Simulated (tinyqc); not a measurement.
# Surface photovoltage measurement of the minority-carrier diffusion length in a wafer, step by step

A worked calculation. Computed by tinyqc, a small Python program that keeps every step. Command: `OMP_NUM_THREADS=1 python tinyqc.py 3130209 3130210 out.jsonl spv walk`. One thread of a shared host (Intel(R) Xeon(R) Processor @ 2.30GHz), about 0.01 s of CPU time with the checks. Intermediate numbers are printed to about 5 digits and carried at full precision; extremes and crossings named in words are read from the listed rows.

Low injection, steady light, a depletion layer much thinner than 1/alpha and L. The excess density dn is taken at the front edge of the neutral region; light that reaches the back is lost.

Inputs (values chosen for the exercise, modelled on p-type silicon at room temperature):
```
quantity                                              value               unit
diffusion length L                                       86         micrometre
wafer thickness W                                       625         micrometre
diffusivity D                                          31.3             cm^2/s
front recombination velocity S_f                        100               cm/s
back recombination velocity S_b                       16000               cm/s
photon flux entering                                1.2e+11         1/(cm^2 s)
minority density at the surface barrier scale n_0   1.1e+10             1/cm^3
temperature T                                           298                  K
wavelength                                              855                 nm
relative noise of each reading                          0.5                  %
diffusion length after pair splitting over L           0.73                  -
iron factor C                                      1.08e+16  micrometre^2/cm^3
```

Constants: k_B = 8.617333262e-05 eV/K.

## One wavelength

alpha = (84.732/lambda - 76.417)^2 per cm with lambda in micrometre (an empirical fit for silicon between 0.7 and 1.05 micrometre). Thick wafer: dn = Phi L/((S_f + D/L)(L + 1/alpha)). Finite wafer, with s = S_b L/D, w = W/L, a = alpha L: dn = [Phi a/(a^2 - 1)] [a - B - exp(-alpha W)(a - s)/(cosh w + s sinh w)]/(S_f + B D/L), B = (sinh w + s cosh w)/(cosh w + s sinh w). Photovoltage V = (k_B T/e) ln(1 + dn/n_0). Lifetime = L^2/D.

alpha = 514.60 1/cm

penetration depth 1/alpha = 19.433 micrometre

dn, thick wafer = 2.6175e+07 1/cm^3

B = 1.0000

dn, finite wafer = 2.6175e+07 1/cm^3

photovoltage V = 0.061033 mV

lifetime = 2.3629 microsecond

## The linear plot

normal deviates g for the noise: 1.52  1.63  0.50  -1.01  -0.45  1.76  0.27

Readings y = (Phi/dn) (1 + noise x g) at 780, 830, 880, 920, 950, 975 and 995 nm; a least-squares line y = c (1/alpha + L_app) gives L_app = intercept/slope.

Readings:
```
lambda (nm)  1/alpha (micrometre)  y (cm/s)  line (cm/s)
780                          9.64    4190.2       4172.9
830                         15.18    4435.3       4414.1
880                         25.33    4853.1       4856.2
920                         40.66    5479.6       5523.6
950                         61.28    6389.7       6421.4
975                         90.92    7760.6       7711.9
995                        130.89    9443.9       9452.3
```

slope = 43.541 cm/(s micrometre)

apparent length L_app = 86.200 micrometre

error of L_app (rounded to 0.001) = 0.233 %

At W/L = 7.3 the finite thickness shifts L_app by less than 0.05 %. S_f scales all readings alike and leaves L_app unchanged.

## Where the wafer is too thin

No noise; L is varied at fixed W, and the last two columns set S_b to 0 and to 1e7 cm/s.

Apparent length (micrometre):
```
L          W/L  given S_b  S_b = 0  S_b = 1e7
31.2    20.032      31.20     31.2      31.20
62.5    10.000      62.50     62.5      62.50
125.0    5.000     124.89    125.1     124.85
188.0    3.324     186.11    190.0     185.71
312.0    2.003     288.42    338.1     285.54
500.0    1.250     384.09    647.2     376.13
812.0    0.770     451.49   1396.4     438.24
1310.0   0.477     485.39   3034.8     468.95
2500.0   0.250     502.90   7352.9     484.66
```

With a fast back surface L_app levels off, at 485 micrometre in the last row; with a passive one it reaches up to 2.94 times L among these rows and is 7350 in the last. All three columns are within 5 % of L down to W/L = 3.3.

## Iron from two lengths

Splitting iron-boron pairs in boron-doped silicon shortens L; with nothing else changing, [Fe] = C (1/L_after^2 - 1/L^2). It is evaluated with the true lengths and with the apparent ones (without noise), which differ when the wafer is not thick against L.

L_after = 62.78 micrometre

[Fe] from the true lengths = 1.2799e+12 1/cm^3

[Fe] from the apparent lengths = 1.2798e+12 1/cm^3

bias, apparent over true less 1 (rounded to 0.001) = -0.01 %

Checks made by the program: dn against a finite-difference solution (relative difference 8e-06).
